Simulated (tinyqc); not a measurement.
Long-channel MOSFET, surface-potential model: effect of the temperature.

n-channel transistor on a uniformly doped p-type body, gradual-channel approximation, constant mobility, Boltzmann statistics, full ionisation. Potentials are counted from the neutral body; V is the electron quasi-Fermi potential, Vsb at the source and Vsb + Vds at the drain. Charges are magnitudes per area.

Nc and Nv are given at 300 K and scale as (T/300 K)^1.5; Eg, Vfb and mu are held fixed. ni = sqrt(Nc Nv) exp(-Eg/(2 Vt)), Eg in volts; phiF = Vt ln(Na/ni); Cox = eps0 eox/tox; gamma = sqrt(2 q eps0 eps_r Na)/Cox. The surface potential psi at channel potential V solves Vgs + Vsb - Vfb - psi = gamma sqrt(G), G = psi - Vt + Vt exp((psi - 2 phiF - V)/Vt). Charge sheet: Qi = Cox gamma [sqrt(G) - sqrt(psi - Vt)]; I = mu (W/L) [integral of Qi dpsi from psi_0 to psi_L (drift) + Vt (Qi0 - QiL) (diffusion)], with psi_0 at V = Vsb and psi_L at V = Vsb + Vds. VT = Vfb + 2 phiF + gamma sqrt(2 phiF + Vsb), m = 1 + gamma/(2 sqrt(2 phiF + Vsb)). The swing is 20 mV/log10[I(VT - 0.14 V)/I(VT - 0.16 V)] of the charge-sheet current at the given Vds.

Parameters, values chosen for the exercise; material values close to those of silicon: band gap Eg = 1.14 eV; relative permittivity of the semiconductor eps_r = 11.6; conduction-band density of states at the reference temperature Nc = 2.78e19 cm^-3; valence-band density of states at the reference temperature Nv = 2.67e19 cm^-3; acceptor density of the body Na = 3e17 cm^-3; relative permittivity of the gate insulator eox = 25.1; insulator thickness tox = 39 nm; flat-band voltage Vfb = -0.6 V; channel mobility mu = 440 cm^2/(V s); gate width W = 20 um; gate length L = 1 um; source-body reverse bias Vsb = 1 V; gate-source voltage Vgs = 1.07 V; drain-source voltage Vds = 0.8 V.

Constants: q = 1.602176634e-19 C, kB = 1.380649e-23 J/K, Vt = kB T/q, eps0 = 8.8541878128e-14 F/cm where lengths are in cm. Results are converted to the units shown.

The same in every row: gamma (V^0.5) = 0.5514.

Result of one run:

| VT (V) | m | swing (mV/decade) | I at Vgs, Vds (uA) |
|---|---|---|---|
| 1.018 | 1.202 | 82.49 | 3.357 |

Which temperature T gave this result: 280, 340, 370 or 400 K?

T = 340 K.

The whole series:

| T (K) | VT (V) | m | swing (mV/decade) | I at Vgs, Vds (uA) |
|---|---|---|---|---|
| 220 | 1.164 | 1.196 | 52.79 | 0.006813 |
| 250 | 1.129 | 1.197 | 60.13 | 0.05553 |
| 280 | 1.093 | 1.199 | 67.53 | 0.3000 |
| 310 | 1.056 | 1.200 | 74.98 | 1.159 |
| 340 | 1.018 | 1.202 | 82.49 | 3.357 |
| 370 | 0.9788 | 1.204 | 90.07 | 7.714 |
| 400 | 0.9391 | 1.206 | 97.73 | 14.92 |
| 430 | 0.8986 | 1.207 | 105.5 | 25.48 |

As T goes from 220 to 430 K, VT falls from 1.16 to 0.899 V, the swing rises from 52.8 to 105 mV a decade and the current rises from 0.00681 to 25.5 uA. The swing is 1.1 % above m Vt ln 10 in the first row and 2.4 % above it in the last. The gate voltage is below VT in 3 of the 8 rows. In every row the mobility is held fixed, though a real channel mobility changes with T and would alter the trend of the current.

Numbers from tinyqc (`OMP_NUM_THREADS=1 python tinyqc.py 2360163 2360164 out.jsonl`; about 0.06 s on one thread of a shared Intel Xeon 2.30GHz).
